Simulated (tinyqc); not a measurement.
Carrier lifetime of an n-type layer with SRH, radiative, Auger and surface recombination: two steps of the calculation.

Uniform excess density dn = dp (no trapping), n = n0 + dn, p = p0 + dn, Boltzmann statistics, full ionisation. Surfaces enter as a rate 2 S dn/d, which holds while diffusion to them is fast.

Values chosen for this exercise; band and dielectric values those of a made-up semiconductor:

| symbol | value | unit | meaning |
|---|---|---|---|
| T | 300 | K | temperature |
| B | 5.65e-15 | cm^3/s | radiative coefficient |
| Cn | 2.8e-31 | cm^6/s | Auger coefficient (two electrons) |
| Cp | 1.4e-31 | cm^6/s | Auger coefficient (two holes) |
| S | 0 | cm/s | surface recombination velocity (both faces) |
| d | 1 | um | sample thickness |
| G | 6.8e18 | cm^-3 s^-1 | generation rate |

Constants: q = 1.602176634e-19 C, kB = 1.380649e-23 J/K, Vt = kB T/q. Results are converted to the units shown.

Task 1. New dn. With e = n p - ni^2 = dn (n0 + p0 + dn): U_SRH = e/(tp0 (n + n1) + tn0 (p + p1)), U_rad = B e, U_Aug = (Cn n + Cp p) e, U_s = 2 S dn/d. Newton step on ln U(ln dn) = ln G, U the sum: k = d ln U/d ln dn (central difference over factors 1.0001), dn(new) = dn (G/U)^(1/k).

dn at the start = 4e13 cm^-3
n0 = 2.0000000e14 cm^-3
p0 = 76666.284 cm^-3
n1 = 10970.453 cm^-3
p1 = 1.3976867e15 cm^-3
tn0 = 3.3444816e-5 s
tp0 = 3.3444816e-5 s

Give: U_SRH; U_rad; U_Aug; U_s; k; dn after iteration 1.

Result 1.

U_SRH = 1.711e17 cm^-3 s^-1
U_rad = 5.424e13 cm^-3 s^-1
U_Aug = 6.989e11 cm^-3 s^-1
U_s = 0 cm^-3 s^-1
k = 1.119
dn after iteration 1 = 1.074e15 cm^-3

Task 2. Lifetime, shares and quasi-Fermi splitting. tau = dn/U, shares of U, splitting Vt ln(n p/ni^2), radiative efficiency U_rad/U.

converged dn = 7.4318075e14 cm^-3
ni = 3.9157703e9 cm^-3
n0 = 2.0000000e14 cm^-3
p0 = 76666.284 cm^-3
n1 = 10970.453 cm^-3
p1 = 1.3976867e15 cm^-3
tn0 = 3.3444816e-5 s
tp0 = 3.3444816e-5 s

Wanted: tau; shares; quasi-Fermi splitting.

Result 2.

tau = 1.0929e-4 s
shares (%): SRH 99.938, radiative 0.058, Auger 0.004, surface 0.000
quasi-Fermi splitting = 0.63456 V

SRH recombination takes the largest share. dn is 3.7 times the doping: intermediate injection.

Computed by the program tinyqc: `OMP_NUM_THREADS=1 python tinyqc.py 2300003 2300004 out.jsonl`, one thread of a shared Intel Xeon 2.30GHz, about 0.01 s for the whole run.
